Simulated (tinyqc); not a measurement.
Changing the pipe length l: gas flow in a process chamber: flow regimes, conductance, effective pumping speed, pump-down, outgassing and purge. Computed by tinyqc, a small Python program. Command: `OMP_NUM_THREADS=1 python tinyqc.py 3120497 3120498 out.jsonl pump sweep`. One thread of a shared host (Intel(R) Xeon(R) Processor @ 2.30GHz), about 0.01 s of CPU time with the checks.

Ideal gas, isothermal flow, a pump of constant speed at the end of a round pipe; process gas, volume gas and outgassing are given the same properties. 1 sccm = 101325 Pa x 1e-6 m^3/60 s x T/273.15 K.

Inputs (values chosen for the exercise, modelled on oxygen near room temperature): molar mass M = 32 g/mol; molecular diameter = 0.36 nm; viscosity eta = 20.6 micropascal s; temperature T = 293 K; chamber volume V = 21 L; pipe diameter d = 25 cm; pump speed S = 400 L/s; process gas flow = 8.9 sccm.

Constants: k_B = 1.380649e-23 J/K; u = 1.6605390666e-27 kg.

Method:
- Mean speed c = sqrt(8 k_B T/(pi m)); aperture conductance C_a = c pi d^2/16; molecular pipe C_m = C_a/(1 + 3 l/(4 d)) (Dushman form); viscous pipe C_v = pi d^4 p_mean/(128 eta l); Knudsen interpolation C = C_v + C_m (1 + x)/(1 + 1.24 x), x = d p_mean sqrt(m/(k_B T))/eta.
- Effective speed 1/S_eff = 1/S + 1/C_m; time constant V/S_eff; pressure at which the free path k_B T/(sqrt2 pi d_m^2 p) equals d.
- Steady flow: the pump inlet is at p_2 = Q/S, and the chamber pressure p_1 solves Q = C((p_1 + p_2)/2) (p_1 - p_2). Residence time = p_1 V/Q.
- Knudsen number = free path at the mean pressure over d.

One run for each value:
```
pipe length l (cm)  C_m (L/s)  S_eff in molecular flow (L/s)  chamber pressure p_1 (Pa)
2                      5097.4                         370.90                    0.04146
4.3                    4785.9                         369.15                    0.04218
9.5                    4204.9                         365.25                    0.04314
21                     3314.9                         356.93                    0.04454
45                     2299.3                         340.72                    0.04692
97                     1381.9                         310.21                    0.05173
210                     740.2                         259.67                    0.06186
460                     365.1                         190.87                    0.08350
1000                    174.3                         121.40                    0.12717
```

Describe the trends.

Over the rows, C_m (L/s) falls from 5100 to 174 (exponent d ln y / d ln x -0.082 between the first rows and -0.95 between the last); S_eff in molecular flow (L/s) falls from 371 to 121 (exponent d ln y / d ln x -0.0062 between the first rows and -0.58 between the last); chamber pressure p_1 (Pa) rises from 0.0415 to 0.127 (exponent d ln y / d ln x 0.022 between the first rows and 0.54 between the last).
